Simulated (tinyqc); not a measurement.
Double-gate transistor, scale length and short-channel effects: one step of the calculation.

A body of thickness ts between two insulators of thickness ti and two tied gates. Below threshold the potential that source and drain add obeys Laplace's equation and vanishes on the gate. Its lowest mode decays along the channel as exp(-k y); k is the smallest positive root of the matching condition at the interface, and the scale length is Lambda = pi/k.

Task. Scale length against simple estimates. Lambda = pi/k and l = 1/k. A parabolic potential across the structure gives l(parabolic) = sqrt((eps_r/(2 ei)) ts ti (1 + ei ts/(4 eps_r ti))).

Parameters, values chosen for the exercise; permittivities: semiconductor close to that of silicon, insulator close to that of zirconium oxide: relative permittivity of the semiconductor eps_r = 11.9; relative permittivity of the insulator ei = 25.5; insulator thickness ti = 5.4 nm; body thickness ts = 6.9 nm.

k = 0.21572314 1/nm

Find: Lambda; l; l(parabolic).

Result.

Lambda = 14.56 nm
l = 4.636 nm
l(parabolic) = 3.827 nm

Program tinyqc, `OMP_NUM_THREADS=1 python tinyqc.py 2420058 2420059 out.jsonl`; Intel Xeon 2.30GHz, shared host, one thread, about 0.01 s.
